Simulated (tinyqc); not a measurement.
Inside a calculation. Model: octagonal on-chip spiral inductor, lumped pi model.

Program tinyqc, `OMP_NUM_THREADS=1 python tinyqc.py 2302220 2302221 out.jsonl`; Intel Xeon 2.30GHz, shared host, one thread, about 0.01 s. Printed values are rounded.

Outer diameter do = di + 2 n wd + 2 (n - 1) sp, mean da = (do + di)/2, fill p = (do - di)/(do + di), length l = 3.314 n da. L = 2.25 mu0 n^2 da/(1 + 3.55 p), mu0 = 4 pi 1e-7 H/m. Rs = rho l/(wd delta (1 - exp(-th/delta))), delta = sqrt(rho/(pi f mu0)). Cs = n wd^2 eps0 eo/hu across the coil. At each end Cox = l wd eps0 eo/(2 ho) leads to the substrate branch Rsi = 2 rs he/(l wd) in parallel with Csi = l wd eps0 11.7/(2 he). With one end grounded Y = 1/(Rs + i w L) + i w Cs + 1/[1/(i w Cox) + 1/(1/Rsi + i w Csi)], w = 2 pi f; Q = -Im Y/Re Y. Eddy currents in neighbouring turns and in the substrate are left out.

Parameters, values chosen for the exercise; values of the order met in silicon radio-frequency processes: number of turns n = 1.5; line width wd = 6 um; space between turns sp = 2 um; inner diameter di = 140 um; metal thickness th = 4 um; metal resistivity rho = 3 uohm cm; oxide below the coil ho = 3.6 um; oxide between coil and underpass hu = 0.8 um; relative permittivity of the oxide eo = 4.1; substrate resistivity rs = 20 ohm cm; effective spreading depth in the substrate he = 50 um; frequency f = 4.3 GHz.

Constants: eps0 = 8.8541878128e-12 F/m. Results are converted to the units shown.

## Geometry and model elements

do, l, L, delta, Rs, Cs, Cox, Rsi and Csi as defined.

do = 160 um
l = 745.650 um
L = 0.771638 nH
delta = 1.32937 um
Rs = 2.95009 ohm
Cs = 2.45040 fF
Cox = 22.5573 fF
Rsi = 4470.37 ohm
Csi = 4.63469 fF

Rs is 3.17 times the direct-current value in this empirical form, which overstates the skin effect of a flat slab when delta is near th and so stands in for some current crowding.

## Admittance, quality factor and apparent inductance

Series branch 1/(Rs + i w L), substrate branch, total Y, Q = -Im Y/Re Y, apparent inductance Im(1/Y)/w, metal-only value w L/Rs, share of the loss in the substrate Re(substrate branch)/Re Y.

series branch = 6.6543-47.0249i mS
substrate branch = 0.140878+0.146771i mS
Y = 6.7952-46.8119i mS
Q = 6.88901
apparent inductance = 0.774353 nH
w L/Rs = 7.06686
share of the loss in the substrate = 2.07321 %

Q is 97.5 % of the metal-only value.
